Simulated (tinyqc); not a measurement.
Weibull analysis of times to dielectric breakdown, with area scaling: one step of the calculation.

Breakdown times follow F(t) = 1 - exp(-(t/t63)^beta). The 11 times below were drawn at random from beta = 1.5, t63 = 230 s and are treated as data; all samples failed.

Task. Median ranks and the Weibull scale. F_i = (i - 0.3)/(n + 0.4) for the sorted times, W_i = ln(-ln(1 - F_i)).

t, i 1 to 11 (s): 44.4  101  112  114  196  198  242  244  296  384  399

Give: F; W; ln t.

Result.

```
i        F       W   ln t
1   0.0614  -2.759  3.793
2   0.1491  -1.823  4.615
3   0.2368  -1.308  4.718
4   0.3246  -0.935  4.736
5   0.4123  -0.632  5.278
6   0.5000  -0.367  5.288
7   0.5877  -0.121  5.489
8   0.6754   0.118  5.497
9   0.7632   0.365  5.690
10  0.8509   0.643  5.951
11  0.9386   1.026  5.989
```

Numbers from tinyqc (`OMP_NUM_THREADS=1 python tinyqc.py 2070067 2070068 out.jsonl`; about 0.01 s on one thread of a shared Intel Xeon 2.30GHz).
